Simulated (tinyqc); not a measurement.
Polar nitride quantum well with polarisation fields, step by step. Values are carried at full precision from step to step, so a last printed digit may differ when a step is redone from the rounded ones.

Growth along [0001]. e_par = (a_sub - a)/a, Ppz = 2 e_par (e31 - e33 C13/C33), P = Psp + Ppz in each layer; strain relaxation and the strain shift of the gaps are left out, although thick layers with more than about 1 % mismatch would relax.

Constants: hbar^2/2m0 = 3.80998211 eV angstrom^2; hc = 1239.841984 eV nm.

Inputs chosen for the exercise (near those of a GaN well in AlGaN; shifted at random, so the results belong to these values and not to a real crystal): a_w = 3.189 angstrom (lattice constant a, well); a_b = 3.161 angstrom (lattice constant a, barrier); a_sub = 3.161 angstrom (in-plane lattice constant of the stack); Psp_w = -0.0342 C/m^2 (spontaneous polarisation); Psp_b = -0.048 C/m^2 (spontaneous polarisation); e31_w = -0.327 C/m^2; e31_b = -0.4 C/m^2; e33_w = 0.681 C/m^2; e33_b = 0.952 C/m^2; C_w = 0.264 (C13/C33); C_b = 0.277 (C13/C33); Lw = 36 angstrom (well width); Lb = 115 angstrom (barrier width); eps_w = 10.3 (dielectric constant); eps_b = 10.3 (dielectric constant); Eg = 3.44 eV (gap of the well); Vc = 0.573 eV (conduction offset); Vv = 0.27 eV (valence offset); me = 0.2 m0 (electron, well); meb = 0.244 m0 (electron, barrier); mh = 1.79 m0 (hole, everywhere).

## Strain and polarisation

Give strain and polarisation of well and barrier; the bound sheet charge is |P_w - P_b|/e with e = 1.602176634e-19 C.

Layers:
```
layer       e_par  Ppz (C/m^2)  P (C/m^2)
well     -0.00878      0.00890   -0.02530
barrier   0.00000      0.00000   -0.04800
```

sheet charge = 1.417 x 1e13/cm^2

Of P_w - P_b = +0.0227 C/m^2 the piezoelectric part gives +0.0089 and the spontaneous part +0.0138.

## Built-in fields

In a periodic stack without free charge the potential drop over a period vanishes: F_w = (P_b - P_w) Lb/(eps0 (eps_w Lb + eps_b Lw)), F_b = -F_w Lw/Lb, eps0 = 8.8541878e-12 F/m; 1 MV/cm = 1e8 V/m = 0.01 V/angstrom.

Give both fields and the drop |F_w| Lw across the well.

F_w = -1.896 MV/cm
F_b = 0.593 MV/cm
drop = 0.682 eV

## Levels with and without the field

Envelope functions on cells of 0.25 angstrom over barrier, well, barrier (widths Lb, Lw, Lb), psi = 0 beyond, psi'/m continuous (mean mass between points), c = hbar^2/2m0. With u(z) the integral of e F (F_w in the well, F_b = -F_w Lw/Lb in the barriers, 1 MV/cm = 0.01 V/angstrom), zero at the centre of the well, the electron sees u plus Vc in the barriers and the hole -u plus Vv. The transition is Eg + E_e + E_h; excitons are left out.

Ground states of electron and hole, their centres, the squared overlap, the transition and its wavelength hc/E.

Results:
```
case            E_e (eV)  E_h (eV)  <z>_e  <z>_h  overlap^2  E (eV)     nm
no field          0.0786    0.0121    0.0    0.0      0.976  3.5307  351.2
built-in field   -0.0219   -0.1851    9.6  -13.9     0.0285  3.2330  383.5
```

The field shifts the line by -298 meV, below the gap of the well material, pulls the carriers 23.5 angstrom apart and, with the rate proportional to overlap^2, lengthens the radiative lifetime by a factor 34.3.

## Estimate from two triangular wells

For a strong field: E = Eg - |e F_w| Lw + a0 (c (e F_w)^2)^(1/3) (me^(-1/3) + mh^(-1/3)), a0 = 2.338107, hard walls, c = hbar^2/2m0, 1 MV/cm = 0.01 V/angstrom.

electron term = 0.4439 eV
hole term = 0.2138 eV
E = 3.4153 eV

Both terms lie below the drop across the well, but the estimate also takes the near wall as infinitely high. Against the grid result 3.2330 eV the estimate errs by +182 meV: +125 from the electron and +58 from the hole, since hard walls stand in for offsets of 0.573 and 0.27 eV into which the carriers leak.

## Checks

- Electron level without field against the matching condition of the square well, eV: both 0.079.

Run: tinyqc, `OMP_NUM_THREADS=1 python tinyqc.py 1280821 1280822 out.jsonl`; Intel(R) Xeon(R) Processor @ 2.30GHz, one thread, shared host; about 0.06 s of CPU time with all checks.
